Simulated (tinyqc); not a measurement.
# Delay unit and parasitic delay from two ring oscillators

Question. A ring of 21 inverters oscillates at 1/(2 x 21 d), with stage delay d = tau (h + p) for fan-out h. Find tau, p and the delay at fan-out 4.

frequencies of 21-stage ring oscillators with fan-out 2 and 5 (GHz): [1.3829801, 0.72753930]

Answer. d is a straight line in h with slope tau and intercept tau p.

tau = 5.170 ps
p = 1.330
delay at fan-out 4 = 27.56 ps

Computed by the program tinyqc: `OMP_NUM_THREADS=1 python tinyqc.py 2082101 2082102 out.jsonl`, one thread of a shared Intel Xeon 2.30GHz, about 0.01 s for the whole run.
